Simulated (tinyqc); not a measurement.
# Band bending at a free surface with a continuum of surface states, surface photovoltage and Kelvin probe: two studies

n-type bulk, xi = Ec - EF = Vt ln(Nc/Nd), p0 = ni^2/Nd, ni = sqrt(Nc Nv) exp(-Eg/(2 Vt)), Eg in volts. b is the upward band bending, u = b/Vt. Space charge per area, in units of q: Qc = sign(b) sqrt((2 eps0 eps_r Vt/q) [(Nd + dn)(exp(-u) - 1) + Nd u + (p0 + dn)(exp(u) - 1)]), with dn the excess density under light (flat quasi-Fermi levels; 0 in the dark). The states hold -Ds (E0 - xi - b): negative while the Fermi level lies above the neutrality level. Neutrality: Qc + Qf + (charge of the states) = 0.

Values chosen for this exercise; band and dielectric values close to those of 4H silicon carbide: temperature T = 350 K; band gap Eg = 3.27 eV; relative permittivity eps_r = 9.77; conduction-band density of states at T Nc = 2.18e19 cm^-3; valence-band density of states at T Nv = 3.13e19 cm^-3; electron affinity chi = 3.67 eV; donor density Nd = 5.7e15 cm^-3; fixed positive charge at the surface Qf = 1.3e10 cm^-2; work function of the probe tip pt = 4.98 eV; density of surface states Ds = 6.8e11 cm^-2 eV^-1; depth of their neutrality level below the conduction edge E0 = 0.72 eV.

Constants: q = 1.602176634e-19 C, kB = 1.380649e-23 J/K, Vt = kB T/q, eps0 = 8.8541878128e-14 F/cm where lengths are in cm. Results are converted to the units shown.

Each table varies one quantity; the others keep the values above.

## Pinning by the surface states

b solves the neutrality condition in the dark.

Results:
```
Ds (cm^-2 eV^-1)      b (V)  xi + b (eV)  Qc (cm^-2)
2.4e10            -0.001621       0.2472    -1.652e9
6.7e10              0.01892       0.2677    1.730e10
1.8e11              0.08126       0.3301    5.719e10
5.1e11               0.2289       0.4777    1.106e11
1.4e12               0.3601       0.6089    1.425e11
3.9e12               0.4278       0.6766    1.564e11
2.9e13               0.4651       0.7139    1.636e11
8.1e13               0.4690       0.7178    1.644e11
```

Estimate the missing row, Ds = 1.1e13 cm^-2 eV^-1.

Computed row:
```
Ds (cm^-2 eV^-1)   b (V)  xi + b (eV)  Qc (cm^-2)
1.1e13            0.4553       0.7041    1.618e11
```

With this row back in the table: b rises from -0.00162 to 0.469 V. The Fermi level moves towards E0 = 0.72 eV and is within 2.19 meV of it in the last row; it is half-way there at the Ds that solves Ds b = Qc(b) + Qf with b = (E0 - xi)/2, 5.32e11 cm^-2 eV^-1.

## Kelvin-probe contrast of the doping

Same model as above.

Work function chi + xi + b; contact potential difference CPD = (work function of the sample) - pt.

Results:
```
Nd (cm^-3)   xi (eV)     b (V)  CPD (mV)
9.3e13       0.37293   0.30358   -633.49
3.9e14       0.32969   0.31982   -660.48
6.8e15       0.24348   0.26450   -802.03
2.9e16       0.19974   0.18122   -929.05
1.2e17       0.15690  0.099536   -1053.6
5e17         0.11386  0.049011   -1147.1
2.1e18      0.070575  0.024081   -1215.3
```

Estimate the missing row, Nd = 1.6e15 cm^-3.

Computed row:
```
Nd (cm^-3)  xi (eV)    b (V)  CPD (mV)
1.6e15      0.28712  0.31127   -711.61
```

With this row back in the table: xi falls by 302 mV over the table and the CPD by 582 mV; b goes from 0.304 through a maximum of 0.320 (at Nd = 3.9e14 cm^-3 among the rows listed) to 0.0241 V. Between the first two rows the CPD follows 62.4 % of the change of xi, and between the last two 158 %. It is below 100 % where b rises with the doping (pinning hides it). It exceeds 100 % where b falls as the doping rises.

Numbers from tinyqc (`OMP_NUM_THREADS=1 python tinyqc.py 2430058 2430059 out.jsonl`; about 0.01 s on one thread of a shared Intel Xeon 2.30GHz).
